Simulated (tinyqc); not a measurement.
Level against rehybridisation: Weaire-Thorpe hybrids on a Bethe lattice: gap and dangling bond of an amorphous tetrahedral solid.

Four sp3 hybrids an atom at energy 0, coupled by -V1 on the atom and by -V2 along a bond; the bonds form a tree (no rings). For any network the gap runs at least from -V2 + V1 to V2 - 3 V1, and p-like states pile up at -V2 + V1 and V2 + V1. On the tree the gap is wider: it ends at Ec = -V1 + sqrt(V2^2 + 4 V1^2 - 2 sqrt3 V1 V2), which makes it well wider than the gaps of the real glasses. A branch seen from a hybrid has the self-energy S = V2^2 g, where g is the Green function of the hybrid across the bond, whose three partners carry S themselves. With a = z - V1, b = a - S: g = 1/(a + V1 b/(b + 3 V1)), z = E + i eta. A full atom has G = (1/b)(b + 3 V1)/(b + 4 V1) per hybrid; a dangling hybrid with shift dh has G = 1/(1/g - dh).

Parameters, chosen for this exercise (out of a larger set: of the size of tabulated hybrid energies for amorphous silicon; not measured data): V1 = 1.71 eV (coupling of two hybrids on one atom); V2 = 4.33 eV (coupling of the two hybrids of a bond).

Root of 1/g(E) = dh for eta = 0 in the gap of the tree, between Ev = -V2 + V1 and Ec; a dash: none. A flatter atom makes the hybrid more p-like (dh > 0, up to V1), a more pyramidal one more s-like (dh < 0).

Level:

| dh (eV) | E (eV) | above Ev (eV) | weight |
|---|---|---|---|
| -3.0 | -1.8746 | 0.7454 | 0.611 |
| -2.5 | -1.5625 | 1.0575 | 0.636 |
| -2.0 | -1.2407 | 1.3793 | 0.649 |
| -1.5 | -0.9153 | 1.7047 | 0.650 |
| -1.0 | -0.5934 | 2.0266 | 0.635 |
| -0.5 | -0.2841 | 2.3359 | 0.598 |
| 0.0 | 0.0000 | 2.6200 | 0.532 |
| 0.5 | 0.2407 | 2.8607 | 0.422 |
| 1.0 | 0.4119 | 3.0319 | 0.251 |

A level exists for 9 of the 9 rows, from dh = -3 (0.745 eV above Ev) to 1 (3.032 eV); the gap of the tree is 3.100 eV. Its slope dE/d(dh) is the weight, largest at dh = -1.5 (0.65). A level that rises as the atom flattens is why an emptied dangling bond relaxes flat and a doubly filled one pyramidal.

Program tinyqc; command `OMP_NUM_THREADS=1 python tinyqc.py 1452586 1452587 out.jsonl`; about 0.02 s on one thread of a shared Intel(R) Xeon(R) Processor @ 2.30GHz.
